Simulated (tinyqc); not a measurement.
Finite-size error of a charged defect in a periodic cell: Madelung and Makov-Payne terms: one step, computed by the program tinyqc. Command: `OMP_NUM_THREADS=1 python tinyqc.py 3006220 3006221 out.jsonl imagecharge walk`. One thread of a shared host (Intel(R) Xeon(R) Processor @ 2.30GHz), about 0.02 s of CPU time with the checks.

L is the cube root of the cell volume. The defect charge is a Gaussian, rho(r) = q (2 pi sigma^2)^(-3/2) exp(-r^2/2 sigma^2), repeated periodically in a uniform neutralising background and screened by a continuum. The model cell energy is E(L) = E_0 + [periodic - isolated electrostatic energy].

Problem. Madelung energy. Ewald sum for a unit point charge: scale each Cartesian component of the cell by 1/sqrt(eps_i), giving R', G' and V'; E = [ (1/2) sum erfc(eta R')/R' + (2 pi/V') sum exp(-G'^2/4 eta^2)/G'^2 - eta/sqrt(pi) - pi/(2 V' eta^2) ] e^2/(4 pi eps_0) / sqrt(eps_x eps_y eps_z), over n_i = -6..6, omitting n = (0,0,0), eta = 2/V'^(1/3). alpha = -2 E eps_g L/(e^2/(4 pi eps_0)), eps_g = (eps_x eps_y eps_z)^(1/3).

Inputs (values chosen for the exercise, for a model uniaxial host):
```
quantity                    value      unit
charge q                        3         e
cell length L                9.69  angstrom
dielectric constant eps_xy     16         -
dielectric constant eps_z      25         -
```

Supercell lattice: tetragonal. Screening: uniaxial.

cell vectors (rows) (angstrom):
```
          1         2         3
1  9.984854  0.000000  0.000000
2  0.000000  9.984854  0.000000
3  0.000000  0.000000  9.126156
```

Constants: e^2/(4 pi eps_0) = 14.39964548 eV angstrom.

Give: terms for a unit charge; Madelung constant alpha; point-charge correction -q^2 E.

Solution.

terms for a unit charge (eV): real space 0.002408, reciprocal 0.009603, self -0.090314, background -0.031431

Madelung constant alpha = 2.7420

point-charge correction -q^2 E = 0.98761 eV

Cubic cells have alpha = 2.837 (sc) to 2.888 (fcc, bcc); this cell is near that range.
